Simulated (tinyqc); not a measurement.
Zener tunnelling in a reverse-biased junction, two-band WKB: one step of the calculation.

Abrupt p-n junction, depletion approximation. Energies E are counted from the conduction-band edge of the neutral n side; its Fermi level lies at dn, that of the p side at dn - V, and the valence-band edge of the neutral p side at Em = dn + dp - V. Tunnelling needs 0 < E < Em. Two-band dispersion with equal masses m: inside the gap kappa = sqrt(m u (1 - u/Eg)/C), u the distance from a band edge, C = hbar^2/(2 m0).

Question. Current density on a coarse grid. J = KJ exp(-S) Eb times the integral from 0 to Em of [f(E - dn) - f(E - dn + V)] [1 - exp(-min(E, Em - E)/Eb)] dE, f(x) = 1/(1 + exp(x/Vt)), with S and Eb from the mean field; J > 0 flows from p to n. KJ = (2 q^2/h) m/(4 pi C) (times 1e14 for A/cm^2 per eV^2). Simpson's rule on nE equally spaced points from 0 to Em.

Parameters, values chosen for the exercise; band and dielectric values those of a made-up semiconductor:

| symbol | value | unit | meaning |
|---|---|---|---|
| T | 300 | K | temperature |
| m | 0.033 | m0 | band-edge mass of the two-band model |
| V | -2.2 | V | bias of the p side |
| nE | 13 |  | points of the energy grid |

Constants: q = 1.602176634e-19 C, kB = 1.380649e-23 J/K, hbar = 1.054571817e-34 J s, h = 6.62607015e-34 J s, m0 = 9.1093837015e-31 kg, Vt = kB T/q, hbar^2/(2 m0) = 0.0380998212 eV nm^2. Results are converted to the units shown.

dn = 0.089215492 eV
dp = 0.038128380 eV
S = 7.5594129
Eb = 13.162398 meV

Find: E; difference of the f; transverse factor; integral; KJ; J.

Answer.

```
point  E (eV)  difference of the f  transverse factor
0       0.000               -0.031              0.000
1       0.194               -0.983              1.000
2       0.388               -1.000              1.000
3       0.582               -1.000              1.000
4       0.776               -1.000              1.000
5       0.970               -1.000              1.000
6       1.164               -1.000              1.000
7       1.358               -1.000              1.000
8       1.552               -1.000              1.000
9       1.746               -1.000              1.000
10      1.939               -1.000              1.000
11      2.133               -0.998              1.000
12      2.327               -0.186              0.000
```

integral = -2.193 eV
KJ = 5.340e8 A/(cm^2 eV^2)
J = -8034 A/cm^2

Range of the model: Parabolic densities of states, no band tails and no gap narrowing, all of which matter at such doping.

Numbers from tinyqc (`OMP_NUM_THREADS=1 python tinyqc.py 2620057 2620058 out.jsonl`; about 0.02 s on one thread of a shared Intel Xeon 2.30GHz).
